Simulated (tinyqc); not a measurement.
Three surfaces against bond counting: Gupta-type many-body potential for a metal. Computed by tinyqc, a small Python program. Command: `OMP_NUM_THREADS=1 python tinyqc.py 3000975 3000976 out.jsonl gupta walk`. One thread of a shared host (Intel(R) Xeon(R) Processor @ 2.30GHz), about 0.01 s of CPU time with the checks.

E_i = sum_j A exp(-p (r_ij/r0 - 1)) - xi rho_i^gamma, with rho_i = sum_j exp(-2 q (r_ij/r0 - 1)); gamma = 1/2 is the tight-binding second-moment form. The crystal is fcc unless stated; d is the neighbour distance and a fixed number of shells is kept.

Inputs (values chosen for the exercise, modelled on gold):

| quantity | value | unit |
|---|---|---|
| repulsion A | 0.208 | eV |
| hopping xi | 1.76 | eV |
| decay p | 10.4 | - |
| decay q | 4.05 | - |
| reference distance r0 | 2.884 | angstrom |
| shells kept | 1 | - |
| embedding exponent gamma | 0.5 | - |

Constants: 1 eV/angstrom^3 = 160.2176634 GPa; 1 eV/angstrom^2 = 16.02176634 J/m^2.

Method:
- fcc shells: d sqrt(k), k = 1..5, with 12, 6, 24, 12, 24 atoms; Omega = d^3/sqrt2.
- Equilibrium: dE/dd = 0; B = d^2 E''(d)/(9 Omega).
- Cut the crystal without relaxation; an atom in layer l keeps the neighbours that lie below the surface plane. Excess = E_i + E_c. Surface energy = sum of excesses over the layers, divided by the area per surface atom: (sqrt3/2) d^2 for (111), d^2 for (100), sqrt2 d^2 for (110).
- Bond counting with pair bonds charges E_c/12 for each missing nearest neighbour: 3, 4 and 6 per surface cell.

neighbour distance d = 2.90671 angstrom

cohesive energy E_c = 3.60571 eV

Surfaces:

| face | missing bonds | excess (eV) | bond counting (eV) | ratio | surface energy (J/m^2) |
|---|---|---|---|---|---|
| (111) | 3 | 0.21625 | 0.9014 | 0.23990 | 0.47351 |
| (100) | 4 | 0.31710 | 1.2019 | 0.26383 | 0.60131 |
| (110) | 6 | 0.49664 | 1.8029 | 0.27547 | 0.66593 |

What follows from these numbers?

The order of surface energies is (111) < (100) < (110), with (110)/(111) = 1.406 against 1.225 from counting first-neighbour bonds. The excess is 0.24 to 0.28 of the bond-counting value: atoms with fewer neighbours have stronger bonds. Caution: relaxation, left out here, lowers surface energies. Caution: fitted second-moment potentials usually give surface energies well below measured ones.
